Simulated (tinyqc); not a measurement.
Formation energy of a charged point defect from supercell energies. Inputs raised by 5 %, one at a time. Computed by tinyqc, a small Python program. Command: `OMP_NUM_THREADS=1 python tinyqc.py 3028899 3028900 out.jsonl formation sens`. One thread of a shared host (Intel(R) Xeon(R) Processor @ 2.30GHz), about 0.02 s of CPU time with the checks.

The host is a compound AB. Making the defect adds n_A = 1, n_B = 0 atoms to the cell. All total energies are inputs. E_F is counted from the valence-band maximum (VBM); x = 0 is A-rich and x = 1 B-rich growth.

Inputs (values chosen for the exercise, for a model compound AB):
```
quantity                       value      unit
E_VBM of the host cell         4.777        eV
potential alignment dV         0.044        eV
dielectric constant eps         7.32         -
cell length L                   20.2  angstrom
mu_A of the pure element      -5.135        eV
formation enthalpy dH of AB    -2.53        eV
growth condition x              0.27         -
Fermi level E_F                0.621        eV
temperature T                   1200         K
site density N_s             2.6e+22     cm^-3
```

Defect: A interstitial. Supercell lattice: sc.

charge states q: 1  0  -1  -2

E(defect, q) - E(host), in the order of q (eV): -7.766  -2.311  3.664  9.596

Constants: e^2/(4 pi eps_0) = 14.39964548 eV angstrom; k_B = 8.617333262e-05 eV/K.

Method:
- dmu_A = x dH and dmu_B = (1 - x) dH, so that dmu_A + dmu_B = dH; mu = mu(element) + dmu.
- The reservoir term is sum n_i mu_i.
- Image-charge correction of a point charge in a neutralising background: E_corr = q^2 alpha e^2/(4 pi eps_0) / (2 eps L), alpha = 2.837297 for a sc array with L the cube root of the volume.
- E_f(q, E_F) = [E(defect, q) - E(host)] - sum n_i mu_i + q (E_VBM + dV + E_F) + E_corr(q).
- eps(q/q-1) = E_f(q - 1, 0) - E_f(q, 0).
- E_f(q, E_F) = E_f(q, 0) + q E_F.
- c_q = N_s exp(-E_f(q, E_F)/k_B T), with all degeneracy factors one and no vibrational entropy.

Runs:
```
input moved                        from       to  level (+1/0) (eV)  level (-1/-2) (eV)  lowest formation energy (eV)  total concentration (cm^-3)
base run                              -        -            0.49585              1.5255                      3.507100                   6.3041e+07
dielectric constant eps            7.32    7.686            0.50242              1.5057                      3.507100                   6.3995e+07
cell length L (angstrom)           20.2    21.21            0.50242              1.5057                      3.507100                   6.3995e+07
growth condition x                 0.27   0.2835            0.49585              1.5255                      3.541255                   4.5308e+07
Fermi level E_F (eV)              0.621  0.65205            0.49585              1.5255                      3.507100                   5.9316e+07
temperature T (K)                  1200     1260            0.49585              1.5255                      3.507100                   3.2141e+08
formation enthalpy dH of AB (eV)  -2.53  -2.6565            0.49585              1.5255                      3.541255                   4.5308e+07
potential alignment dV (eV)       0.044   0.0462            0.49365              1.5233                      3.507100                   6.2738e+07
```

Exponents ln(y'/y) / ln(x'/x):
```
input                        level (+1/0)  level (-1/-2)  lowest formation energy  total concentration
dielectric constant eps             0.270         -0.267                    0.000                0.308
cell length L                       0.270         -0.267                    0.000                0.308
growth condition x                  0.000          0.000                    0.199               -6.770
Fermi level E_F                     0.000          0.000                    0.000               -1.248
temperature T                       0.000          0.000                    0.000               33.387
formation enthalpy dH of AB         0.000          0.000                    0.199               -6.770
potential alignment dV             -0.091         -0.030                    0.000               -0.099
```

To which inputs is each result most sensitive?

Among the inputs moved here: level (+1/0) answers most in size to dielectric constant eps (exponent +0.270), and about equally to cell length L (+0.270); its exponent is below 0.0005 for growth condition x, Fermi level E_F, temperature T, formation enthalpy dH of AB. level (-1/-2) answers most in size to dielectric constant eps (exponent -0.267), and about equally to cell length L (-0.267); its exponent is below 0.0005 for growth condition x, Fermi level E_F, temperature T, formation enthalpy dH of AB. lowest formation energy answers most in size to growth condition x (exponent +0.199), and about equally to formation enthalpy dH of AB (+0.199); its exponent is below 0.0005 for dielectric constant eps, cell length L, Fermi level E_F, temperature T, potential alignment dV. total concentration answers most in size to temperature T (exponent +33.387), next to growth condition x (-6.770).

Extremes, crossings and ranges named in words are read from the listed rows.
